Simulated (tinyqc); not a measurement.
# Doping and thickness from pinch-off voltage and conductance

Question. A uniform channel has Vp = q Nd a^2/(2 eps0 eps_r) and G0 = 2 q mu Nd a W/L. Find a and Nd.

Inputs (values chosen for the exercise); material values those of a made-up semiconductor:
```
symbol,value,unit,meaning
eps_r,16,,relative permittivity of the semiconductor
mu,5800,cm^2/(V s),low-field mobility at this doping
L,10,um,gate length
W,300,um,gate width
```

Constants: q = 1.602176634e-19 C, eps0 = 8.8541878128e-14 F/cm where lengths are in cm. Results are converted to the units shown.

Vp = 3.6769866 V
G0 = 71.088577 mS

Answer. G0 gives the product Nd a and Vp gives Nd a^2; their ratio is a.

a = 510.0 nm
Nd = 2.500e16 cm^-3

Numbers from tinyqc (`OMP_NUM_THREADS=1 python tinyqc.py 2500066 2500067 out.jsonl`; about 0.06 s on one thread of a shared Intel Xeon 2.30GHz).
